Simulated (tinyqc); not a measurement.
Inversion layer as a triangular well, valleys of the Si type: one step. Valley masses on the (110) face. Two cases, with inputs chosen for the exercise.

Task: Group the valleys by their angle to the normal, heaviest m_z first.

Six ellipsoidal valleys with their long axes along the cube axes, mass ml along the axis and mt across it. For a valley whose axis makes the angle theta with the surface normal, 1/m_z = cos^2(theta)/ml + sin^2(theta)/mt sets the confinement; in the plane the masses are m_1 = mt and m_2 = ml mt/m_z, and m_d = sqrt(m_1 m_2).

Case 1.

Values chosen (out of a larger set: near those of Si; not measured data): ml = 0.926 m0 (longitudinal mass); mt = 0.188 m0 (transverse mass); face = 110 (surface).

Case 2.

Values chosen (out of a larger set: near those of Si; not measured data): ml = 0.9 m0 (longitudinal mass); mt = 0.189 m0 (transverse mass); face = 110 (surface).

Give: Valleys (masses in m0).

Result:

Case 1.

Valleys (masses in m0):

| valleys g | cos^2(theta) | m_z | m_1 | m_2 | m_d |
|---|---|---|---|---|---|
| 4 | 0.5000 | 0.3125 | 0.1880 | 0.5570 | 0.3236 |
| 2 | 0.0000 | 0.1880 | 0.1880 | 0.9260 | 0.4172 |

Case 2.

Valleys (masses in m0):

| valleys g | cos^2(theta) | m_z | m_1 | m_2 | m_d |
|---|---|---|---|---|---|
| 4 | 0.5000 | 0.3124 | 0.1890 | 0.5445 | 0.3208 |
| 2 | 0.0000 | 0.1890 | 0.1890 | 0.9000 | 0.4124 |

The 4 valleys with the heaviest m_z will give the lowest ladder of subbands.

Computed by tinyqc, one run a case: `OMP_NUM_THREADS=1 python tinyqc.py N N+1 out.jsonl` with N = 1252497, 1281038; one thread of a shared Intel(R) Xeon(R) Processor @ 2.30GHz, about 0.04 s a run at most.
